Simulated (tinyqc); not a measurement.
# From u back to temperature T

Model: classical Heisenberg spin chain: exact results, Metropolis, heat-bath and over-relaxation steps, and a Monte Carlo run. Computed by tinyqc, a small Python program. Command: `OMP_NUM_THREADS=1 python tinyqc.py 3130444 3130445 out.jsonl heismc inv`. One thread of a shared host (Intel(R) Xeon(R) Processor @ 2.30GHz), about 0.01 s of CPU time with the checks.

E = -J sum_i s_i . s_(i+1) for unit vectors s_i on an open chain; K = J/(k_B T).

Inputs (values chosen for the exercise, for a model chain of large moments): coupling J = -33 meV; moment mu = 5.8 mu_B.

Constants: k_B = 8.617333262e-05 eV/K; mu_B = 5.7883818060e-05 eV/T.

Method. Each bond angle is independent, so u = <s_i . s_(i+1)> = coth K - 1/K, <s_i . s_(i+n)> = u^n, correlation length xi = -1/ln|u|, energy per bond -J u, heat capacity per bond c/k_B = 1 - K^2/sinh^2 K, and for the long chain chi = mu^2 (1 + u)/(3 k_B T (1 - u)) per spin.

Task: A run gave the result below. Find the temperature T, known to lie between 170 and 330 K.

u = -0.549456

Result:

Each step takes the trial c = (a f_b - b f_a)/(f_b - f_a), f being the result less the target and a, b, c the logarithms of the listed values; c replaces end b, the old b replaces a if the sign of f changed, and otherwise f_a is halved.

Scan of the range:
```
temperature T (K)          u
170                -0.578425
190                -0.540004
212                -0.501854
237                -0.463352
265                -0.425673
295                -0.390777
330                -0.356016
```

False position (Illinois rule, in the logarithm of the input) inside the bracket:
```
step    end a    end b    trial          u
1     170.000  190.000  184.872  -0.549509
2     190.000  184.872  184.900  -0.549456
3     190.000  184.900  184.900  -0.549456
4     184.900  184.900  184.900  -0.549456
```

u rises at every point of a 13-point scan of the range (every second point is shown), so one value fits; it is bracketed by 170 and 190. Answer: temperature T = 184.9 K.
